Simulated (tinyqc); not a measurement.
Errors against cell size: correction of a charged-defect supercell by a model charge and potential alignment (plane-averaged potentials). Computed by tinyqc, a small Python program. Command: `OMP_NUM_THREADS=1 python tinyqc.py 3113903 3113904 out.jsonl align walk`. One thread of a shared host (Intel(R) Xeon(R) Processor @ 2.30GHz), about 0.01 s of CPU time with the checks.

The "true" defect charge is (1 - x) q in a Gaussian of width sigma plus x q in one of width sigma_t, so the exact answer is known; the correction sees only a single model Gaussian of width sigma_m. A Gaussian of width s has the transform rho(G) = exp(-G^2 s^2/2), normalised to 1. A uniform background cancels q, so G = 0 is left out. Potentials are those felt by a unit positive charge. E_0 is the formation energy of the isolated defect, E_cell its value in the supercell, E_lat = E_iso - E_per of the model charge, C the true less the model potential far from the defect; the exact correction is E_0 - E_cell, and the error of a scheme is E_cell plus its correction less E_0.

Inputs (values chosen for the exercise, with screening close to that of HfO2):

| quantity | value | unit |
|---|---|---|
| defect charge q | 3 | e |
| dielectric constant eps | 22 | - |
| edge of the cubic cell L | 11.1 | angstrom |
| width sigma of the true defect charge | 0.96 | angstrom |
| width sigma_m of the model charge | 0.7 | angstrom |
| share x of the charge in a wide tail | 0 | - |
| width sigma_t of the tail | 1.5 | angstrom |

Constants: e^2/(4 pi eps_0) = 14.39964548 eV angstrom.

Method:
- Periodic energy E_per = (2 pi q^2/(eps L^3)) (e^2/(4 pi eps_0)) sum_(G != 0) rho(G)^2/G^2, G = (2 pi/L)(n1, n2, n3), |n_i| <= 16. Isolated energy: two Gaussians of charges q_a, q_b and widths a, b interact by q_a q_b (e^2/(4 pi eps_0 eps)) sqrt(2/pi)/sqrt(a^2 + b^2), and the self-energy is half the sum over pairs.
- Plane-averaged potential at distance z from the defect: V(z) = (4 pi q/(eps L^3)) (e^2/(4 pi eps_0 e)) sum_(m != 0) rho(G_m) cos(G_m z)/G_m^2, G_m = 2 pi m/L, |m| <= 40.
- Schemes: none; point-charge term alpha q^2 e^2/(4 pi eps_0 eps 2 L), alpha = 2.837297; E_lat of the model; E_lat - q C with C at z = L/2.

Error against E_0 (meV):

| L (angstrom) | none | point charge | model charge | model and alignment |
|---|---|---|---|---|
| 7.77 | -1002.8 | 72.716 | 34.054 | 0.013624 |
| 9.43 | -845.5 | 40.678 | 19.050 | 0.000137 |
| 11.10 | -727.9 | 24.942 | 11.681 | 0.000001 |
| 13.30 | -613.8 | 14.499 | 6.790 | 0.000000 |

What follows from these numbers?

Between the last two rows the uncorrected error scales as L^-0.94 and the point-charge remainder as L^-3.00. With alignment the error is 0.0 meV in the smallest cell and 0.00 meV in the largest.

Extremes, crossings and ranges named in words are read from the listed rows.
